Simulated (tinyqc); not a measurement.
Classical nucleation, growth and JMAK kinetics of crystallisation from a melt or glass: one step, computed by the program tinyqc.

A spherical nucleus with a sharp interface of isotropic energy gamma; lambda = Omega^(1/3) is the jump distance.

Problem. Steady nucleation rate. Driving force per volume: dG = H (T_m - T)/T_m. Shape factor f = 1. W(r) = f [4 pi r^2 gamma - (4/3) pi r^3 dG]; r* = 2 gamma/dG; W* = f 16 pi gamma^3/(3 dG^2); n* = f (4/3) pi r*^3/Omega. D = D0 exp(-Q/(k_B T)); attachment rate k+ = (A*/lambda^2) D/lambda^2 with A* = 4 pi r*^2; Zeldovich factor Z = sqrt(W*/(3 pi k_B T))/n*; sites per volume N = 1/Omega; I = N Z k+ exp(-W*/(k_B T)); lag time = 1/(4 pi Z^2 k+).

Inputs (values chosen for the exercise, for a model substance):
```
quantity                        value        unit
melting point T_m                 970           K
heat of melting per volume H     1770      J/cm^3
interface energy gamma          0.183       J/m^2
atomic volume Omega              22.3  angstrom^3
temperature T                     585           K
diffusion prefactor D0        1.4e-05       m^2/s
activation energy Q             0.536          eV
```

Nucleation: homogeneous. Driving force: Turnbull (linear).

Constants: k_B = 8.617333262e-05 eV/K; k_B = 1.380649e-23 J/K.

Give: diffusivity D; attachment rate k+; Zeldovich factor Z; sites N; nucleation rate I; lag time.

Solution.

diffusivity D = 3.377e-10 m^2/s

attachment rate k+ = 1.835e+11 1/s

Zeldovich factor Z = 0.06224

sites N = 4.484e+28 1/m^3

nucleation rate I = 3.328e+27 1/(m^3 s)

lag time = 1.119e-10 s
